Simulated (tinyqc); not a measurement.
Physical sputtering: collision-cascade yield, angular dependence, faceting and resputtering in deposition: one step, computed by the program tinyqc. Command: `OMP_NUM_THREADS=1 python tinyqc.py 3008284 3008285 out.jsonl sputter walk`. One thread of a shared host (Intel(R) Xeon(R) Processor @ 2.30GHz), about 0.01 s of CPU time with the checks.

Ions start collision cascades; atoms that reach the surface with more than U leave. The target is amorphous or fine-grained.

Question. Oblique incidence. Angular law: Y/Y0 = t^f exp(-f cos(a_opt)(t - 1)), t = 1/cos(angle), largest at a_opt. A plane tilted by the angle recedes along the beam at a speed proportional to Y(angle), and along its own normal as Y cos(angle).

Inputs (values chosen for the exercise, modelled on argon ions on copper): angular exponent f = 1.8; angle of the largest yield = 69 degrees; angle of incidence = 35 degrees.

yield Y0 = 5.492367 atoms per ion

Give: Y/Y0 at the angle; yield at the angle; normal speed relative to a flat surface; largest Y/Y0.

Answer.

Y/Y0 at the angle = 1.242

yield at the angle = 6.821 atoms per ion

normal speed relative to a flat surface = 1.017

largest Y/Y0 = 1.998
